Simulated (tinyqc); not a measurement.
Equilibrium crystal shape, supported particles, Gibbs-Thomson effect and coarsening. From mean radius at t back to diffusivity D. Computed by tinyqc, a small Python program. Command: `OMP_NUM_THREADS=1 python tinyqc.py 3008192 3008193 out.jsonl wulff inv`. One thread of a shared host (Intel(R) Xeon(R) Processor @ 2.30GHz), about 0.1 s of CPU time with the checks.

A cubic crystal bounded by {100}, {110} and {111} facets only.

Inputs (values chosen for the exercise, for a model metal): lattice constant a = 3.37 angstrom; first-neighbour bond energy e1 = 0.151 eV; second-neighbour bond energy e2 = 0.17 eV; temperature T = 875 K; precipitate interface energy gamma_i = 0.091 J/m^2; solubility x_inf at a flat interface = 7.9e-05; mean radius at the start r0 = 12 nm; time t = 56000 s.

Surface energies: broken bonds, bcc.

Constants: 1 eV/angstrom^2 = 16.02176634 J/m^2; k_B = 1.380649e-23 J/K.

Method. A cut with normal n breaks sum_R |R.n|/(2 Omega) bonds per area (R over all neighbours of a shell) and makes two surfaces: gamma = sum over shells e_s sum_R |R.n|/(4 Omega). bcc: 8 neighbours a/2 (1,1,1), 6 at a (1,0,0), Omega = a^3/2. Spherical precipitates of nearly pure solute with atomic volume Omega: x(r) = x_inf exp(l/r), l = 2 gamma_i Omega/(k_B T). Diffusion-limited coarsening at small volume fraction (Lifshitz-Slyozov-Wagner): r^3 = r0^3 + K t, K = (4/9) D x_inf l; the number density falls as (r0/r)^3. The steady size distribution is assumed from the start, and D and x_inf are inputs that do not follow T.

Problem. A run gave the result below. Find the diffusivity D, known to lie between 1.1e-16 and 2.5e-16 m^2/s.

mean radius at t = 12.1677 nm

Solution.

Each step takes the trial c = (a f_b - b f_a)/(f_b - f_a), f being the result less the target and a, b, c the logarithms of the listed values; c replaces end b, the old b replaces a if the sign of f changed, and otherwise f_a is halved.

Scan of the range:
```
diffusivity D (m^2/s)  mean radius at t (nm)
1.10e-16                             12.1426
1.26e-16                             12.1631
1.45e-16                             12.1873
1.66e-16                             12.2140
1.90e-16                             12.2443
2.18e-16                             12.2795
2.50e-16                             12.3195
```

False position (Illinois rule, in the logarithm of the input) inside the bracket:
```
step        end a        end b        trial  mean radius at t (nm)
1     1.26000e-16  1.45000e-16  1.29402e-16                12.1674
2     1.45000e-16  1.29402e-16  1.29588e-16                12.1677
3     1.45000e-16  1.29588e-16  1.29608e-16                12.1677
4     1.29588e-16  1.29608e-16  1.29598e-16                12.1677
```

Mean radius at t rises at every point of a 13-point scan of the range (every second point is shown), so one value fits; it is bracketed by 1.26e-16 and 1.45e-16. Answer: diffusivity D = 1.296e-16 m^2/s.
